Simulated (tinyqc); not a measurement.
Oxidation of curved silicon (wires and holes): cylindrical Deal-Grove kinetics with stress-retarded reaction: one step, computed by the program tinyqc.

Silicon fills r < a and oxide a < r < b. One volume of silicon gives 2.25 volumes of oxide, and the length is fixed.

Question. Planar constants and viscosity. B = B0 exp(-E_B/(k_B T)), B/A = (B/A)0 exp(-E_A/(k_B T)), eta = eta0 exp(E_eta/(k_B T)); 1 um = 1000 nm. Temperatures in kelvin are T(C) + 273.15.

Inputs (values chosen for the exercise, close to those used for silicon in steam):

| quantity | value | unit |
|---|---|---|
| prefactor B0 | 424 | um^2/h |
| activation energy E_B | 0.782 | eV |
| prefactor (B/A)0 | 1.12e+08 | um/h |
| activation energy E_A | 2.06 | eV |
| viscosity prefactor eta0 | 3.1e-09 | Pa s |
| viscosity energy E_eta | 5.5 | eV |
| temperature T | 825 | C |

Shape: wire (convex).

Constants: k_B = 8.617333262e-05 eV/K.

Give: B; B/A; low-stress viscosity eta; k_B T.

Answer.

B = 1.093e+05 nm^2/h

B/A = 39.37 nm/h

low-stress viscosity eta = 5.404e+16 Pa s

k_B T = 0.09463 eV
